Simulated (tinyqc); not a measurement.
Inside a calculation: dielectric confinement in a thin film (image charges). Values are carried at full precision from step to step, so a last printed digit may differ when a step is redone from the rounded ones.

A film |z| < t/2 of dielectric constant eps between half-spaces of dielectric constant e2; lam = (eps - e2)/(eps + e2), q = e^2/(4 pi eps0). The self-energy of a band edge is taken with the high-frequency value, e2 = eh, and the field of a fixed ion with the static one, e2 = eo. A charge at z has images lam^|n| at n t + (-1)^n z. Its self-energy is S(z) = (q/2 eps) sum over n >= 1 of lam^n [1/(n t - 2z) + 1/(n t + 2z)] for odd n and 2 lam^n/(n t) for even n; at the centre S(0) = -(q/(eps t)) ln(1 - lam).

Constants: e^2/(4 pi eps0) = 14.39964547 eV angstrom; hbar^2/2m0 = 3.80998211 eV angstrom^2; Ry = 13.60569312 eV.

Parameters, chosen for this exercise (near those of a Si (100) film, two-fold valleys, between layers of HfO2; shifted at random, so the results belong to these values and not to a real crystal): t = 56 angstrom (film thickness); eps = 11.9 (dielectric constant of the film); eh = 3.9 (high-frequency dielectric constant outside); mz = 0.892 m0 (mass across the film); eo = 22.9 (static dielectric constant outside); m = 0.188 m0 (mass in the plane).

## Images for a charge at the centre

Give lam, the first five terms (q/eps) lam^n/(n t), their sum and the closed form.

lam = 0.5063

terms (meV): 10.94  2.77  0.93  0.36  0.14

sum of five = 15.14 meV
S(0) = 15.25 meV

The surroundings screen less than the film, so the images repel and each band edge moves outwards: the gap changes by about 2 S = +31 meV. The static value 22.9 would give S(0) = -5.9 meV.

## Self-energy across the film

S at 2z/t = 0, 0.2, 0.4, 0.6, 0.8 and 0.9, summed to n = 399.

Self-energy:
```
2z/t  z (angstrom)  S (meV)
0.0            0.0    15.25
0.2            5.6    15.71
0.4           11.2    17.35
0.6           16.8    21.45
0.8           22.4    34.78
0.9           25.2    61.99
```

Towards the wall S diverges as (q lam/4 eps)/(distance), an artefact of the abrupt interface that the vanishing envelope makes harmless.

## Shift of the subband edge

First order: <S> over the envelope (2/t) cos^2(pi z/t), beside the confinement energy c (pi/t)^2/mz, c = hbar^2/2m0.

<S> = 17.66 meV
confinement energy = 13.44 meV

|<S>| is 1.31 times the confinement energy; the first goes as 1/t and the second as 1/t^2, so they are equal at t = 43 angstrom.

## Binding of a donor

Donor at the centre, lam from the static eo, trial function cos(pi z/t) exp(-rho/l): E(l) = c/(m l^2) - (q/eps) times the integral over k of F(k t) (1 + (k l/2)^2)^(-3/2), with F(x) = F0 + 2 lam exp(-x) G/(1 - lam exp(-x)), F0 = 2[(1 - exp(-x/2))/x + x (1 + exp(-x/2))/(x^2 + 4 pi^2)], G = 2 sinh(x/2)[1/x - x/(x^2 + 4 pi^2)]; c = hbar^2/2m0. The binding energy is -E at the minimum, counted from the subband edge with its self-energy.

Minimise over l with and without images (lam = 0); Ry* = Ry m/eps^2.

Donor:
```
case         l (angstrom)  binding (meV)  in Ry*
no images            31.2           34.6    1.91
with images          32.7           24.3    1.34
```

Ry* = 18.06 meV

The images change the binding by -10.3 meV, against -2 (q/(eps t)) ln(1 - lam) = -11.9 meV for an orbit much smaller than t. At 300 K the binding is 0.9 kB T.

## Checks

- S(0) from the series against the closed form, meV: both 15.25.
- F(2.3) for lam = 0.5063 from a direct sum over images against the closed form: both 0.8460.

(tinyqc, `OMP_NUM_THREADS=1 python tinyqc.py 1280167 1280168 out.jsonl`, Intel(R) Xeon(R) Processor @ 2.30GHz, 1 thread, shared host, about 0.1 s.)
